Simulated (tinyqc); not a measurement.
Ground and coupling capacitance from two measurements.

Inverse problem. A line has Cg to the planes and Cc to each of two neighbours. Find Cg, Cc, the load when both neighbours switch in antiphase, and the pulse on the line when it floats and both neighbours swing by Vx.

Parameters, values chosen for the exercise:
- Vx = 1 V (swing)

capacitance with neighbours driven alike and with neighbours grounded (aF/um): 89  131

Solution. Driven alike, Cc carries no charge, which leaves Cg; grounded neighbours give Cg + 2 Cc, antiphase Cg + 4 Cc; a floating line divides the swing as 2 Cc/(Cg + 2 Cc).

Cg = 89.0 aF/um
Cc = 21.0 aF/um
load in antiphase = 173 aF/um
pulse = 0.321 V

Computed by the program tinyqc: `OMP_NUM_THREADS=1 python tinyqc.py 2790120 2790121 out.jsonl`, one thread of a shared Intel Xeon 2.30GHz, about 0.6 s for the whole run.
